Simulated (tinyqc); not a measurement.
Donor level screened by free carriers (Yukawa potential): one step. Units and screening length. Two cases, with inputs chosen for the exercise.

Task: Give Ry* = Ry m/eps^2, a* = a0 eps/m, EF, the three values of ks, and x = ks a*.

Screening wave number: Debye ks^2 = 4 pi q n/(eps kB T); Thomas-Fermi ks^2 = 6 pi q n/(eps EF) with EF = c (3 pi^2 n/gv)^(2/3)/m, c = hbar^2/2m0; the two are joined by 1/ks^2 = sqrt(1/ks_D^4 + 1/ks_TF^4). 1e18/cm^3 = 1e-6/angstrom^3, q = e^2/(4 pi eps0).

Constants: e^2/(4 pi eps0) = 14.39964547 eV angstrom; kB = 8.617333262e-05 eV/K; hbar^2/2m0 = 3.80998211 eV angstrom^2; Ry = 13.60569312 eV; a0 (Bohr radius) = 0.5291772105 angstrom.

Case 1.

Values chosen (near those of a donor in Si, with one mean mass; shifted at random, so the results belong to these values and not to a real crystal):
- m = 0.297 m0 (mass)
- eps = 11.9 (dielectric constant)
- gv = 6 (valleys)
- T = 200 K (temperature)
- n = 0.48 x 1e18/cm^3 (free-carrier density)

Case 2.

Values chosen (near those of a donor in 4H SiC, with one mean mass; shifted at random, so the results belong to these values and not to a real crystal):
- m = 0.397 m0 (mass)
- eps = 9.6 (dielectric constant)
- gv = 3 (valleys)
- T = 200 K (temperature)
- n = 0.14 x 1e18/cm^3 (free-carrier density)

Give: Ry*; a*; EF; ks: Debye, Thomas-Fermi, joined; x.

Result:

Case 1.

Ry* = 28.535 meV
a* = 21.20 angstrom
EF = 2.28 meV

ks: Debye, Thomas-Fermi, joined (1/angstrom): [0.02058, 0.06930, 0.02054]

x = 0.4355

EF/kB T = 0.13, so the Debye value, the smaller one, controls the screening.

Case 2.

Ry* = 58.610 meV
a* = 12.80 angstrom
EF = 1.19 meV

ks: Debye, Thomas-Fermi, joined (1/angstrom): [0.01237, 0.05766, 0.01237]

x = 0.1583

EF/kB T = 0.07, so the Debye value, the smaller one, controls the screening. n is an outside input: with a bare binding above 3 kB T many donors can hold their electrons at this temperature, the more so the higher n/Nc.

Computed by tinyqc, one run a case: `OMP_NUM_THREADS=1 python tinyqc.py N N+1 out.jsonl` with N = 1281058, 1281177; one thread of a shared Intel(R) Xeon(R) Processor @ 2.30GHz, about 0.03 s a run at most.
